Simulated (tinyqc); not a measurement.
# Ideality from Voc and Vmp

Problem. An ideal cell J = Jsc - J0 (exp(V/(n Vt)) - 1) has exp((Voc - Vmp)/(n Vt)) = 1 + Vmp/(n Vt) at maximum power. Find n, J0 and FF.

Inputs (values chosen for the exercise): temperature T = 300 K.

Constants: q = 1.602176634e-19 C, kB = 1.380649e-23 J/K, Vt = kB T/q. Results are converted to the units shown.

Jsc = 10.83 mA/cm^2
Voc = 0.55569225 V
Vmp = 0.45158897 V

Solution. With a = n Vt, a ln(1 + Vmp/a) rises steadily with a, so Voc - Vmp fixes it; J0 follows from Voc.

n = 1.640
J0 = 2.200e-8 A/cm^2
FF = 0.7429

Computed by the program tinyqc: `OMP_NUM_THREADS=1 python tinyqc.py 2280014 2280015 out.jsonl`, one thread of a shared Intel Xeon 2.30GHz, about 0.01 s for the whole run.
